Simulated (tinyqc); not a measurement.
# Energy and delay of logic against supply voltage: effects of single changes

One expression serves below and above threshold: I(Vg) = Ik [ln(1 + exp((Vg - VT + dd V)/(al nf Vt)))]^al, with I_on = I(V) and I_off = I(0). Gate delay td = kd C V/I_on, clock period LD td. Per gate and cycle the switching energy is act C V^2 and the leakage energy I_off V LD td. No short-circuit current, no variation. Minima are sought above 0.09 V; below a few Vt gates no longer switch and the model has no meaning.

Inputs (values chosen for the exercise); values of the order met in logic technologies:
- T = 300 K (temperature)
- VT = 0.21 V (threshold voltage at zero drain bias)
- nf = 1.28 (slope factor)
- dd = 0.07 (barrier lowering per volt of supply)
- Ik = 0.49 uA (specific current of a gate)
- al = 1.54 (exponent of the current law)
- C = 1.3 fF (load capacitance of a gate)
- kd = 0.9 (delay factor)
- LD = 40 (logic depth)
- act = 0.01 (activity factor)

Constants: q = 1.602176634e-19 C, kB = 1.380649e-23 J/K, Vt = kB T/q. Results are converted to the units shown.

Each table varies one quantity; the others keep the values above.

## Energy and delay against supply voltage

EDP = energy times td.

Results:
```
V (V)  I_on (uA)  I_off (nA)  td (ps)  switching (aJ)  leakage (aJ)  energy (aJ)  EDP (fJ ps)
0.21      0.3799       1.318    646.7          0.5733         7.158        7.731        4.999
0.32       2.223       1.659    168.4           1.331         3.575        4.906       0.8262
0.43       5.691       2.087    88.41           2.404         3.173        5.577       0.4930
0.54       10.28       2.624    61.43           3.791         3.482        7.272       0.4468
0.65       15.77       3.298    48.23           5.492         4.135        9.627       0.4643
0.76       22.03       4.142    40.37           7.509         5.082        12.59       0.5083
0.98       36.59       6.517    31.34           12.49         8.006        20.49       0.6422
1.09       44.79       8.164    28.47           15.45         10.13        25.58       0.7283
1.2        53.56       10.22    26.22           18.72         12.85        31.57       0.8277
```

Estimate the missing row, V = 0.87 V.

Computed row:
```
V (V)  I_on (uA)  I_off (nA)  td (ps)  switching (aJ)  leakage (aJ)  energy (aJ)  EDP (fJ ps)
0.87       28.99       5.198    35.12           9.840         6.352        16.19       0.5686
```

With this row back in the table: td falls from 647 to 26.2 ps; the energy goes from 7.73 through a minimum of 4.91 (at V = 0.32 V among the rows listed) to 31.6 aJ and the EDP goes from 5.00 through a minimum of 0.447 (at V = 0.54 V among the rows listed) to 0.828 fJ ps. The exact minima lie at V = 0.330 V for the energy and 0.547 V for the EDP. Going from 1.2 V to the energy minimum saves a factor of 6.45 in energy and costs a factor of 5.92 in delay. Below the minimum the leakage energy rises faster than the switching energy falls, because the clock period grows so steeply.

## Optimum supplies against the slope factor

Same model as above.

V_min minimises the energy and V_EDP the product of energy and td.

Result of one run:
```
nf  V_min (V)  energy at V_min (aJ)  leakage share (%)  clock at V_min (MHz)  V_EDP (V)  clock at V_EDP (GHz)
1      0.2550                 1.590              46.87                 98.53     0.4448                0.4385
```

What becomes of these results when the slope factor nf is changed from 1 to 1.3, all else the same?

Result of the changed run:
```
nf   V_min (V)  energy at V_min (aJ)  leakage share (%)  clock at V_min (MHz)  V_EDP (V)  clock at V_EDP (GHz)
1.3     0.3351                 5.288              72.40                 163.2     0.5546                0.4125
```

The whole series:
```
nf   V_min (V)  energy at V_min (aJ)  leakage share (%)  clock at V_min (MHz)  V_EDP (V)  clock at V_EDP (GHz)
1       0.2550                 1.590              46.87                 98.53     0.4448                0.4385
1.1     0.2834                 2.383              56.19                 128.0     0.4775                0.4267
1.2     0.3105                 3.570              64.90                 149.7     0.5154                0.4201
1.3     0.3351                 5.288              72.40                 163.2     0.5546                0.4125
1.4     0.3567                 7.688              78.48                 169.7     0.5927                0.4023
1.5     0.3752                 10.92              83.23                 171.1     0.6285                0.3897
1.6     0.3909                 15.12              86.86                 168.9     0.6619                0.3757
```

As nf goes from 1 to 1.6, V_min rises from 0.255 to 0.391 V, the energy there rises from 1.59 to 15.1 aJ, the clock there goes from 98.5 through a maximum of 171 (at nf = 1.5 among the rows listed) to 169 MHz and V_EDP rises from 0.445 to 0.662 V.

Program tinyqc, `OMP_NUM_THREADS=1 python tinyqc.py 2082145 2082146 out.jsonl`; Intel Xeon 2.30GHz, shared host, one thread, about 0.03 s.
